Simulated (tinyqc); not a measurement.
Inside a calculation: donor near an oxide interface in a gate field (two-state model). Values are carried at full precision from step to step, so a last printed digit may differ when a step is redone from the rounded ones.

Interface at z = 0 (hard wall), donor at z = d, field F pulling electrons to the interface: potential e F z; 1 kV/cm = 1e-5 eV/angstrom, c = hbar^2/2m0, q = e^2/(4 pi eps0), Q = (eps - eo)/(eps + eo). Donor state: E_D = e F d - ED - q Q/(4 eps d), the last term joining the images of ion and electron. Interface state: z exp(-b z/2) exp(-rho^2/(2 L^2)) with E_z = c b^2/(4 mz) + 3 e F/b + q Q b/(8 eps), minimised over b; in the plane at z = 3/b the ion (distance D = d - 3/b) and its image (D' = d + 3/b) give E_rho = c/(mt L^2) - (q/eps)(sqrt(pi)/L)[erfcx(D/L) + Q erfcx(D'/L)], erfcx(x) = exp(x^2) erfc(x), minimised over L. E_I = E_z + E_rho.

Constants: hbar^2/2m0 = 3.80998211 eV angstrom^2; e^2/(4 pi eps0) = 14.39964547 eV angstrom.

Inputs chosen for the exercise (near those of a donor in Si below SiO2, static dielectric constants; not measured data): d = 180 angstrom (depth of the donor); ED = 31.3 meV (bulk binding energy); mz = 0.914 m0 (mass across the interface); mt = 0.192 m0 (mass in the plane); eps = 11.5 (dielectric constant of the semiconductor); eo = 3.9 (dielectric constant of the oxide); F = 24.4 kV/cm (field in the semiconductor); aD = 20.6 angstrom (donor radius); v = 0.43 (valley factor).

## The interface state across the interface

Solve c b/(2 mz) - 3 e F/b^2 + q Q/(8 eps) = 0; give Q, b, the three terms of E_z and <z> = 3/b.

Q = 0.4935
b = 0.06012 1/angstrom

kinetic, field and image terms (meV): 3.77  12.18  4.64

<z> = 49.9 angstrom

The image pushes the electron away from the oxide; without it <z> would be 42.5 angstrom.

## Binding in the plane

Give D, D', the best L, both terms and E_rho.

D, D' (angstrom): 130.1  229.9

L = 117.3 angstrom

kinetic and Coulomb terms (meV): 1.44  -9.98

E_rho = -8.54 meV

The bottom of the well lies at -12.3 meV, so the level is 31 % of the way up; L/D = 0.90. Above the critical field the ionised donor would thus still hold its electron as a dot at the interface.

## Where the electron sits

The two states couple by t = t0 exp(-D/aD) with t0 = q/(eps aD) (2 aD/L) sqrt(aD b/2) v, v a valley factor; this form is an estimate. With detuning u = E_D - E_I the splitting is sqrt(u^2 + 4 t^2) and the lower state has weight (1 - u/sqrt(u^2 + 4 t^2))/2 on the donor.

Give E_D, E_I, t, the splitting and the donor weight.

E_D, E_I (meV): 11.76  12.04

t = 0.0131 meV
splitting = 0.28 meV
donor weight = 0.998

The electron is on the donor; the contact hyperfine coupling scales with the donor weight. With this t, the tunnelling time pi hbar/(2t) at a crossing would be 79.1 ps (hbar = 6.58212e-16 eV s); here the detuning is 21.6 t.

## Critical field

Find F at which E_D = E_I; compare the rule e F d = ED. The crossing width is 4t/(e D), with t and D formed anew at that field.

critical field = 24.6 kV/cm
ED/(e d) = 17.4 kV/cm
width = 0.040 kV/cm

The confinement energy E_z = 20.7 meV raises the field needed and the attraction E_rho = -8.5 meV lowers it; the result is 1.42 times the simple rule.

## Checks

- E_z without images against 1.5 x 6^(2/3)/2 (c (e F)^2/mz)^(1/3), meV: both 15.56.
- E_rho from the radial equation in the full Coulomb well against the Gaussian trial function, meV: -8.6 against -8.5.

Run: tinyqc, `OMP_NUM_THREADS=1 python tinyqc.py 1252371 1252372 out.jsonl`; Intel(R) Xeon(R) Processor @ 2.30GHz, one thread, shared host; about 0.1 s of CPU time with all checks.
